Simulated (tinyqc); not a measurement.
## Junctionless gate-all-around wire, depletion approximation: effect of the wire radius on the threshold

A uniformly doped n-type wire of radius R under a surrounding gate; long channel. Below flat band a shell from radius rc to R is fully depleted and the neutral core, at channel potential V (0 at the source, Vd at the drain), carries the current with constant mobility; s = (rc/R)^2 is the share of the cross-section that conducts. The edge of the depleted shell is taken as abrupt, so there is no subthreshold current.

Cox = eps0 eox/(R ln(1 + tox/R)); A = q Nd R^2/(4 eps0 eps_r); B = q Nd R/(2 Cox); VT = Vfb - A - B. The flat-band conductance is G0 = q mu Nd pi R^2/L.

Values chosen for this exercise; material values close to those of silicon:
```
symbol,value,unit,meaning
eps_r,11.5,,relative permittivity of the semiconductor
eox,3.9,,relative permittivity of the gate insulator
tox,3.6,nm,insulator thickness
Nd,3.1e19,cm^-3,donor density
Vfb,0.56,V,flat-band voltage
mu,41,cm^2/(V s),effective mobility in the wire
L,1,um,gate length
```

Constants: q = 1.602176634e-19 C, eps0 = 8.8541878128e-14 F/cm where lengths are in cm. Results are converted to the units shown.

Effect of the wire radius on the threshold:
```
R (nm),Cox (uF/cm^2),A (V),B (V),VT (V),G0 (uS)
1.7,1.786,0.03524,0.2363,0.2884,0.1849
2.2,1.619,0.05902,0.3374,0.1636,0.3096
3,1.460,0.1098,0.5103,-0.06008,0.5758
4.1,1.336,0.2050,0.7619,-0.4069,1.075
5.5,1.247,0.3689,1.095,-0.9043,1.935
7.4,1.177,0.6678,1.561,-1.669,3.503
10,1.123,1.219,2.211,-2.871,6.397
```

What does the table show?

As R goes from 1.7 to 10 nm, VT falls from 0.288 to -2.87 V and G0 rises from 0.185 to 6.40 uS. A + B goes on average as R^(1.43). The device is normally off (VT > 0) in 2 of the 7 rows. More conductance costs threshold voltage: the same dopants that conduct must be depleted. For R = 7.4 to 10 nm the surface field at full depletion passes 1.5 MV/cm, where tunnelling or breakdown may set in. For R = 1.7 to 2.2 nm quantum confinement, left out here, matters.

Numbers from tinyqc (`OMP_NUM_THREADS=1 python tinyqc.py 2460007 2460008 out.jsonl`; about 0.01 s on one thread of a shared Intel Xeon 2.30GHz).
